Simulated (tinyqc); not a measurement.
Critical points: density of states of one tight-binding band on the square lattice.

E(k) = -2 t (c1 + c2) - 4 t2 c1 c2 with ci = cos(2 pi ki); k in fractions of the reciprocal vectors, mesh k_i = j/N with j = 0 .. N-1. Densities are per cell and per spin, so the band holds one state.

Parameters, chosen for this exercise: t = 0.35 eV (nearest hopping); t2 = 0.03 eV (second hopping).

The gradient vanishes at these points by symmetry; the signs of the eigenvalues of the second-derivative matrix give the type.

Critical points:

| point | k | E (eV) | positive | negative | type |
|---|---|---|---|---|---|
| Gamma | (0, 0) | -1.5200 | 2 | 0 | minimum |
| X | (0.5, 0) | 0.1200 | 1 | 1 | saddle |
| M | (0.5, 0.5) | 1.2800 | 0 | 2 | maximum |

Gamma is a minimum at -1.520 eV: g has a step there. X is a saddle at 0.120 eV: g diverges logarithmically there. M is a maximum at 1.280 eV: g has a step there.

Computed by tinyqc, a small Python program: `OMP_NUM_THREADS=1 python tinyqc.py 1650829 1650830 out.jsonl` (the numbers bound the seed that draws the inputs); one thread of a shared host (Intel(R) Xeon(R) Processor @ 2.30GHz), about 0.1 s for the whole set of steps.
